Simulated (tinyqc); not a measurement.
Chemical vapour deposition: Grove model, boundary layer, depletion and step coverage: one step, computed by the program tinyqc. Command: `OMP_NUM_THREADS=1 python tinyqc.py 3017964 3017965 out.jsonl cvd walk`. One thread of a shared host (Intel(R) Xeon(R) Processor @ 2.30GHz), about 0.01 s of CPU time with the checks.

A precursor diffuses to the surface and reacts there at first order; each molecule that reacts adds one formula unit of film.

Task: Step coverage in a trench. In a long trench of width w and depth l = aspect ratio x w: Knudsen diffusivity D_K = (2w) c/3 (hydraulic diameter 2w), combined as 1/D_e = 1/D_K + 1/D; D_e d2C/dz2 = 2 k_s C/w with D_e dC/dz = -k_s C at the floor. With m = sqrt(2 k_s/(w D_e)): C(floor)/C(top) = 1/[cosh(m l) + (k_s/(D_e m)) sinh(m l)].

Inputs (values chosen for the exercise, close to those used for tungsten from its fluoride): temperature T = 450 C; trench width w = 0.46 um; aspect ratio of the trench = 51.

Reactor: horizontal, atmospheric.

mean speed c = 22666.96 cm/s

gas diffusivity D = 1.263791 cm^2/s

surface rate constant k_s = 7.537273 cm/s

Give: Knudsen diffusivity D_K; effective diffusivity D_e; modulus m l; step coverage.

Result:

Knudsen diffusivity D_K = 0.69512 cm^2/s

effective diffusivity D_e = 0.44846 cm^2/s

modulus m l = 2.0054

step coverage = 0.25949

Gas collisions matter in the trench as well as wall collisions. The floor is starved, and the trench would close at the top. Caution: the hydraulic-diameter form of D_K is rough for a slit.
